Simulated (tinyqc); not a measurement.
Single-junction solar cell, detailed-balance limit: two steps of the calculation.

Every photon above the gap Eg makes one pair and none below is absorbed; carriers thermalise at T and move without loss. Jsc = q fs X Phi(Eg, Ts); the dark current is J0 = q ge Phi(Eg, T)/ERE with the Boltzmann factor exp(V/Vt). The efficiency is the electrical power over fs X sigma Ts^4.

Values chosen for this exercise:
```
symbol,value,unit,meaning
T,300,K,cell temperature
ERE,0.0001,,external radiative efficiency
Eg,1.13,eV,band gap
```

Constants: q = 1.602176634e-19 C, kB = 1.380649e-23 J/K, Vt = kB T/q. Results are converted to the units shown.

Task 1. Maximum power point by Newton steps. With v = V/Vt the power is largest where f = (1 + v) exp(v) - 1 - Jsc/J0 vanishes; f' = (2 + v) exp(v), v(new) = v - f/f'.

v at the start = 25.24
Jsc = 52.246669 mA/cm^2
J0 = 5.6880480e-10 mA/cm^2

Find: f; f'; v after iteration 1.

Result 1.

f = 2.310e12
f' = 2.493e12
v after iteration 1 = 24.31

Task 2. Voltages, fill factor and efficiency. Voc = Vt ln(1 + Jsc/J0), Vmp = v Vt, Jmp = Jsc - J0 (exp(v) - 1), FF = Vmp Jmp/(Voc Jsc), efficiency Vmp Jmp/Pin.

v = 22.103477
Jsc = 52.246669 mA/cm^2
J0 = 5.6880480e-10 mA/cm^2
Pin = 134.82034 mW/cm^2

Find: Voc; Eg/q - Voc; Vmp; Jmp; FF; efficiency.

Result 2.

Voc = 0.65259 V
Eg/q - Voc = 0.47741 V
Vmp = 0.57142 V
Jmp = 49.985 mA/cm^2
FF = 0.83771
efficiency = 21.186 %

Of the voltage deficit, Vt ln(1/ERE) = 238 mV is due to non-radiative recombination.

Program tinyqc, `OMP_NUM_THREADS=1 python tinyqc.py 2820125 2820126 out.jsonl`; Intel Xeon 2.30GHz, shared host, one thread, about 0.01 s.
